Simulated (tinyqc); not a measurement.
Vibrations of a mass or spring defect in a linear chain: one step, computed by the program tinyqc.

A ring of N atoms with nearest-neighbour springs k and motion along the chain. Atom 1 is the defect, of mass M', and its two springs are k'. All other atoms have the mass M.

Question. Frequencies of the ring. Diagonalise D and leave out the zero eigenvalue of the uniform shift. nu = 15.6333042 THz x sqrt(lambda), lambda in eV/(angstrom^2 u).

Host: monatomic.

D (eV/(angstrom^2 u)):
```
            1          2          3          4          5          6          7          8
1    1.157851  -0.295159   0.000000   0.000000   0.000000   0.000000   0.000000   0.000000
2   -0.295159   0.250806  -0.100322   0.000000   0.000000   0.000000   0.000000   0.000000
3    0.000000  -0.100322   0.200644  -0.100322   0.000000   0.000000   0.000000   0.000000
4    0.000000   0.000000  -0.100322   0.200644  -0.100322   0.000000   0.000000   0.000000
5    0.000000   0.000000   0.000000  -0.100322   0.200644  -0.100322   0.000000   0.000000
6    0.000000   0.000000   0.000000   0.000000  -0.100322   0.200644  -0.100322   0.000000
7    0.000000   0.000000   0.000000   0.000000   0.000000  -0.100322   0.200644  -0.100322
8    0.000000   0.000000   0.000000   0.000000   0.000000   0.000000  -0.100322   0.200644
9    0.000000   0.000000   0.000000   0.000000   0.000000   0.000000   0.000000  -0.100322
10   0.000000   0.000000   0.000000   0.000000   0.000000   0.000000   0.000000   0.000000
11   0.000000   0.000000   0.000000   0.000000   0.000000   0.000000   0.000000   0.000000
12  -0.295159   0.000000   0.000000   0.000000   0.000000   0.000000   0.000000   0.000000

            9         10         11         12
1    0.000000   0.000000   0.000000  -0.295159
2    0.000000   0.000000   0.000000   0.000000
3    0.000000   0.000000   0.000000   0.000000
4    0.000000   0.000000   0.000000   0.000000
5    0.000000   0.000000   0.000000   0.000000
6    0.000000   0.000000   0.000000   0.000000
7    0.000000   0.000000   0.000000   0.000000
8   -0.100322   0.000000   0.000000   0.000000
9    0.200644  -0.100322   0.000000   0.000000
10  -0.100322   0.200644  -0.100322   0.000000
11   0.000000  -0.100322   0.200644  -0.100322
12   0.000000   0.000000  -0.100322   0.250806
```

Constants: nu for 1 eV/(angstrom^2 u) = 15.6333042 THz.

Give: nonzero frequencies.

Answer.

nonzero frequencies (THz): 2.708  2.730  5.200  5.263  7.276  7.404  8.783  8.968  9.643  9.797  17.974
